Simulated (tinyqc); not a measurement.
What moves the results: free and nearly free electrons in a metal. A value that a table varies takes the place of the one given here.

The cubic cell holds 2 atoms: n = 2 z/a^3, kF = (3 pi^2 n)^(1/3), EF = c kF^2/m, vF = 2 c kF/(m hbar), c = hbar^2/2m0; rs = (3/(4 pi n))^(1/3)/a0; D(EF) = 3 n/(2 EF).

Two plane waves k and k - G, G = (110) (2 pi/a): H = [[c k^2/m, V], [V, c (k - G)^2/m]] with c = hbar^2/2m0.

Square wire of width w with grain size w: rho/rho0 = 1/(1 - 3 al/2 + 3 al^2 - 3 al^3 ln(1 + 1/al)) + (3/4) (1 - p) l/w, with al = (l/w) Rg/(1 - Rg) (Mayadas-Shatzkes plus the thick-wire form of Fuchs-Sondheimer); l = hbar kF/(n e^2 rho), e = 1.602176634e-19 C.

Constants: hbar^2/2m0 = 3.80998211 eV angstrom^2; hbar = 6.58211957e-16 eV s; a0 (Bohr radius) = 0.5291772105 angstrom.

Inputs chosen for the exercise (near those of K; shifted at random, so the results belong to these values and not to a real crystal): a = 5.199 angstrom (bcc lattice constant); z = 1 (free electrons an atom); m = 1.11 m0 (mass); rho = 7.86 micro-ohm cm (bulk resistivity); p = 0.2 (specularity of the surfaces); Rg = 0.2 (reflection at grain boundaries); w = 14 nm (wire width).

## When the Fermi surface touches the face

On the face the lower band is E = c (G^2/4 + q^2)/m - V, q along the face. EF is held at its free value. A neck opens where EF > c G^2/(4m) - V, with radius q; the second band fills where EF > c G^2/(4m) + V.

Necks:

| V (eV) | lower band at the face centre (eV) | neck radius (1/angstrom) | radius/kF |
|---|---|---|---|
| 0.2 | 2.307 | - | - |
| 0.5 | 2.007 | - | - |
| 0.8 | 1.707 | 0.2547 | 0.340 |
| 1.1 | 1.407 | 0.3902 | 0.520 |
| 1.4 | 1.107 | 0.4896 | 0.653 |
| 1.8 | 0.707 | 0.5968 | 0.796 |
| 2.2 | 0.307 | 0.6876 | 0.917 |
| 2.6 | -0.093 | 0.7676 | 1.024 |

EF = 1.929 eV
c G^2/(4m) = 2.507 eV

What can be read from the table?

Contact needs V > 0.577 eV. It is first met at V = 0.8 eV of those listed, and the radius then grows as the square root of the excess, to 1.024 kF at 2.6 eV. EF is held at its free value here; a count of states lowers it as V grows, strongly for V of an eV or more, so the threshold is a lower bound, the radii are upper bounds, and some necks may vanish.

## Resistivity of narrow wires

Wires:

| w (nm) | al | grain term (factor - 1) | surface term | rho (micro-ohm cm) |
|---|---|---|---|---|
| 200 | 0.034 | 0.051 | 0.083 | 8.91 |
| 100 | 0.069 | 0.101 | 0.165 | 9.95 |
| 50 | 0.138 | 0.199 | 0.330 | 12.02 |
| 30 | 0.229 | 0.328 | 0.551 | 14.77 |
| 20 | 0.344 | 0.487 | 0.826 | 18.18 |
| 14 | 0.492 | 0.689 | 1.180 | 22.55 |
| 10 | 0.688 | 0.957 | 1.652 | 28.36 |
| 7 | 0.983 | 1.355 | 2.360 | 37.06 |

l = 27.53 nm

What can be read from the table?

At 7 nm the resistivity is 4.72 times the bulk value; surfaces add more (1.36 from grains, 2.36 from surfaces). It passes twice the bulk value between 30 and 20 nm. The surface formula is meant for w above l = 28 nm, so the rows below that are rough.

## What sets the wire resistivity

All results formed anew. Each row changes one parameter from the base and keeps the others.

Results:

| case | EF (eV) | l (nm) | wire rho (micro-ohm cm) |
|---|---|---|---|
| base | 1.929 | 27.53 | 22.552 |
| a = 5.355 angstrom | 1.819 | 29.21 | 23.438 |
| m = 1.332 m0 | 1.608 | 27.53 | 22.552 |
| rho = 9.432 micro-ohm cm | 1.929 | 22.94 | 24.150 |
| p = 0.5 | 1.929 | 27.53 | 19.074 |
| Rg = 0.14 | 1.929 | 27.53 | 20.703 |
| w = 9.8 nm | 1.929 | 27.53 | 28.779 |

How do the results move?

The largest shifts from the base row, up to three for each result and ties (the steps differ in size, so this ranks the rows, not the parameters). EF (eV): m -0.322, a -0.111; unchanged at the printed digits by rho, p, Rg and w. l (nm): rho -4.59, a +1.68; unchanged at the printed digits by m, p, Rg and w. wire rho (micro-ohm cm): w +6.227, p -3.478, Rg -1.850; unchanged at the printed digits by m. The mass drops out of l at given rho, because vF falls and tau rises by the same factor.

Computed by tinyqc, a small Python program: `OMP_NUM_THREADS=1 python tinyqc.py 1652354 1652355 out.jsonl` (the numbers bound the seed that draws the inputs); one thread of a shared host (Intel(R) Xeon(R) Processor @ 2.30GHz), about 0.01 s for the whole set of steps.
